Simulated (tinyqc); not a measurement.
Surface photovoltage measurement of the minority-carrier diffusion length in a wafer: one step, computed by the program tinyqc. Command: `OMP_NUM_THREADS=1 python tinyqc.py 3130276 3130277 out.jsonl spv walk`. One thread of a shared host (Intel(R) Xeon(R) Processor @ 2.30GHz), about 0.01 s of CPU time with the checks.

Low injection, steady light, a depletion layer much thinner than 1/alpha and L. The excess density dn is taken at the front edge of the neutral region; light that reaches the back is lost.

Task: One wavelength. alpha = (84.732/lambda - 76.417)^2 per cm with lambda in micrometre (an empirical fit for silicon between 0.7 and 1.05 micrometre). Thick wafer: dn = Phi L/((S_f + D/L)(L + 1/alpha)). Finite wafer, with s = S_b L/D, w = W/L, a = alpha L: dn = [Phi a/(a^2 - 1)] [a - B - exp(-alpha W)(a - s)/(cosh w + s sinh w)]/(S_f + B D/L), B = (sinh w + s cosh w)/(cosh w + s sinh w). Photovoltage V = (k_B T/e) ln(1 + dn/n_0). Lifetime = L^2/D.

Inputs (values chosen for the exercise, modelled on p-type silicon at room temperature):
```
quantity                                             value        unit
diffusion length L                                     280  micrometre
wafer thickness W                                      775  micrometre
diffusivity D                                         26.8      cm^2/s
front recombination velocity S_f                      9300        cm/s
back recombination velocity S_b                      18000        cm/s
photon flux entering                               4.6e+13  1/(cm^2 s)
minority density at the surface barrier scale n_0  1.2e+10      1/cm^3
temperature T                                          298           K
wavelength                                             948          nm
```

Constants: k_B = 8.617333262e-05 eV/K.

Give: alpha; penetration depth 1/alpha; dn, thick wafer; B; dn, finite wafer; photovoltage V; lifetime.

Result:

alpha = 168.0 1/cm

penetration depth 1/alpha = 59.51 micrometre

dn, thick wafer = 3.699e+09 1/cm^3

B = 1.007

dn, finite wafer = 3.689e+09 1/cm^3

photovoltage V = 6.884 mV

lifetime = 29.25 microsecond

Caution: dn is not small against n_0, so V is not linear in the flux; the constant-flux reading then needs dn, not V.
